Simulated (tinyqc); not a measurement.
Worked calculation: Hubbard chain of 2 sites. One step of it, computed by the program tinyqc.

Problem. Mean-field iteration 1. H(up) = T + U n(down), H(down) = T + U n(up); fill the lowest levels; n(new) = n + mixing (n(out) - n); E = tr T (rho up + rho down) + U sum n_up n_down of the output.

one-body matrix (hopping and site energies) (eV):
```
           1          2
1   0.580000  -0.910000
2  -0.910000   0.740000
```

U = 7.600000 eV

electrons, up and down: 1  1

mixing = 1

n(up) at the start (a guess, not normalised): 1 0.550000, 2 0.450000

n(down) at the start (a guess): 1 0.450000, 2 0.550000

Give: levels, up; levels, down; energy; n(up) after iteration 1; n(down) after iteration 1.

Solution.

levels, up (eV): 3.4403  5.4797

levels, down (eV): 3.5018  5.4182

energy = 2.8958 eV

n(up) after iteration 1: 1 0.7256, 2 0.2744

n(down) after iteration 1: 1 0.3435, 2 0.6565
